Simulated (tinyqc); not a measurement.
Inside a calculation. Model: metal gate on a two-layer dielectric stack with fixed charge and a dipole.

Computed by the program tinyqc: `OMP_NUM_THREADS=1 python tinyqc.py 2010038 2010039 out.jsonl`, one thread of a shared Intel Xeon 2.30GHz, about 0.01 s for the whole run. Printed values are rounded.

Gate, layer 2, layer 1, p-type semiconductor; x runs from the gate inwards. Charges are counted in units of +q. psi is the band bending at the surface, positive towards inversion. Classical charge, Boltzmann statistics, no interface traps.

Inputs (values chosen for the exercise); band and dielectric values close to those of silicon, layer 1 close to silicon dioxide, layer 2 close to hafnium oxide: temperature T = 300 K; band gap Eg = 1.14 eV; relative permittivity eps_r = 11.6; conduction-band density of states at T Nc = 2.8e19 cm^-3; valence-band density of states at T Nv = 2.62e19 cm^-3; electron affinity chi = 3.98 eV; acceptor density Na = 1.8e17 cm^-3; work function of the gate metal pM = 4.4 eV; thickness of layer 1, next to the semiconductor t1 = 0.5 nm; relative permittivity of layer 1 e1 = 3.93; thickness of layer 2, next to the gate t2 = 1.8 nm; relative permittivity of layer 2 e2 = 21.4; fixed charge at the semiconductor interface Q1 = 8.7e11 cm^-2; fixed charge between the layers Q2 = 3.5e11 cm^-2; uniform charge density in layer 1 r1 = 0 cm^-3; uniform charge density in layer 2 r2 = 6.9e18 cm^-3; flat-band shift by a dipole layer between the layers Vd = 0 V; band bending psi of the working point ps = 1.049 V.

Constants: q = 1.602176634e-19 C, kB = 1.380649e-23 J/K, Vt = kB T/q, eps0 = 8.8541878128e-14 F/cm where lengths are in cm. Results are converted to the units shown.

Range of the model: At the working point ps the carrier density at the surface is 4.3 times the band density of states, where degeneracy and quantisation, left out here, matter.

## Equivalent thickness and work-function difference

EOT = 3.9 (t1/e1 + t2/e2), Cox = eps0/(t1/e1 + t2/e2); phi_ms = pM - (chi + Eg - Vt ln(Nv/Na)).

EOT = 0.8242206 nm
Cox = 4.189574 uF/cm^2
share of layer 1 in the EOT = 60.20029 %
phi_ms = -0.5912426 V

## Flat-band voltage, term by term

EOT = 3.9 (t1/e1 + t2/e2), Cox = eps0/(t1/e1 + t2/e2); phi_ms = pM - (chi + Eg - Vt ln(Nv/Na)). Vfb = phi_ms + Vd - (q/eps0) [Q1 (t1/e1 + t2/e2) + Q2 t2/e2 + r1 (t1^2/(2 e1) + t1 t2/e2) + r2 t2^2/(2 e2)]: each charge counts with its electrical distance from the gate.

terms (V): phi_ms -0.5912426, dipole 0.0000000, Q1 -0.0332705, Q2 -0.0053271, r1 0.0000000, r2 -0.0094517
Vfb = -0.6392920 V

Apart from phi_ms the largest term is that of Q1, -33.3 mV; all charges and the dipole together move Vfb by -48.0 mV.

## Threshold voltage

ni = sqrt(Nc Nv) exp(-Eg/(2 Vt)), Eg in volts, pB = Vt ln(Na/ni), Vth = Vfb + 2 pB + sqrt(4 q eps0 eps_r Na pB)/Cox.

ni = 7.196993e9 cm^-3
pB = 0.4403838 V
depletion charge = 0.2284233 uC/cm^2
Vth = 0.2959974 V

## Charge in the semiconductor

ni = sqrt(Nc Nv) exp(-Eg/(2 Vt)), Eg in volts. Qs = -sign(psi) sqrt(2 q eps0 eps_r Na Vt [exp(-u) + u - 1 + (ni/Na)^2 (exp(u) - u - 1)]), u = psi/Vt.

Qs = -1.042575 uC/cm^2

The surface is in strong inversion: psi exceeds 2 Vt ln(Na/ni) = 0.881 V.

## Fields and voltage drops

Gauss: D = -Qs just inside the semiconductor; going towards the gate subtract q Q1, then q r1 t1, q Q2 and q r2 t2. Field = D/(eps0 e); the drop over a layer is its mean field times its thickness; Vg = phi_ms + Vd + psi + both drops.

```
place,D (uC/cm^2),field (MV/cm)
"layer 2, gate side",0.648119,0.342052
"layer 2, inner side",0.847109,0.447071
"layer 1, outer side",0.903185,2.595586
"layer 1, semiconductor side",0.903185,2.595586
semiconductor surface,1.042575,1.015080
```

drop over layer 2 = 0.07102109 V
drop over layer 1 = 0.1297793 V
Vg = 0.6585578 V

The same Vg follows from Vfb + psi - Qs/Cox. The largest field, 2.60 MV/cm in size, is at: layer 1, outer side.
